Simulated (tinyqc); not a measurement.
From effective mobility mu back to roughness mobility at 1 MV/cm, mu_sr: inversion-layer mobility, back-scattering and ballistic limit of a field-effect transistor. Computed by tinyqc, a small Python program. Command: `OMP_NUM_THREADS=1 python tinyqc.py 3029176 3029177 out.jsonl mos inv`. One thread of a shared host (Intel(R) Xeon(R) Processor @ 2.30GHz), about 0.02 s of CPU time with the checks.

The charge at the top of the source barrier is fixed by the gate; series resistance and short-channel effects are left out. F_j are Fermi integrals normalised to exp(eta) in the classical limit.

Inputs (values chosen for the exercise, modelled on a strained silicon n-channel):

| quantity | value | unit |
|---|---|---|
| weight w of the inversion charge | 0.5 | - |
| permittivity eps | 11.7 | - |
| phonon mobility at 1 MV/cm and 300 K, mu_ph | 560 | cm^2/(V s) |
| Coulomb mobility at N_inv = 1e12/cm^2, mu_C | 1100 | cm^2/(V s) |
| electrical oxide thickness t_inv | 1.4 | nm |
| depletion charge N_dep | 3.6e+12 | 1/cm^2 |
| gate overdrive V_G - V_T | 0.61 | V |
| temperature T | 77 | K |

Statistics at the top of the barrier: Fermi-Dirac.

Constants: eps_0 = 8.8541878128e-12 F/m; e = 1.602176634e-19 C.

Method. N_inv = 3.9 eps_0 (V_G - V_T)/(e t_inv); effective field E_eff = e (N_dep + w N_inv)/(eps eps_0). mu_phonon = mu_ph (E_eff/1 MV/cm)^(-0.3) (T/300 K)^(-1.75); mu_rough = mu_sr (E_eff/1 MV/cm)^(-2); mu_Coulomb = mu_C (N_inv/1e12 cm^-2) (T/300 K); Matthiessen's rule adds 1/mu.

Task: A run gave the result below. Find the roughness mobility at 1 MV/cm, mu_sr, known to lie between 1400 and 2100 cm^2/(V s).

effective mobility mu = 636.4089 cm^2/(V s)

Result:

Each step takes the trial c = (a f_b - b f_a)/(f_b - f_a), f being the result less the target and a, b, c the logarithms of the listed values; c replaces end b, the old b replaces a if the sign of f changed, and otherwise f_a is halved.

Scan of the range:

| roughness mobility at 1 MV/cm, mu_sr (cm^2/(V s)) | effective mobility mu (cm^2/(V s)) |
|---|---|
| 1400 | 577.707 |
| 1500 | 605.107 |
| 1600 | 631.306 |
| 1710 | 658.831 |
| 1830 | 687.417 |
| 1960 | 716.813 |
| 2100 | 746.783 |

False position (Illinois rule, in the logarithm of the input) inside the bracket:

| step | end a | end b | trial | effective mobility mu (cm^2/(V s)) |
|---|---|---|---|---|
| 1 | 1600.00 | 1710.00 | 1619.84 | 636.369 |
| 2 | 1710.00 | 1619.84 | 1620.00 | 636.409 |
| 3 | 1710.00 | 1620.00 | 1620.00 | 636.409 |
| 4 | 1620.00 | 1620.00 | 1620.00 | 636.409 |

Effective mobility mu rises at every point of a 13-point scan of the range (every second point is shown), so one value fits; it is bracketed by 1600 and 1710. Answer: roughness mobility at 1 MV/cm, mu_sr = 1620 cm^2/(V s).
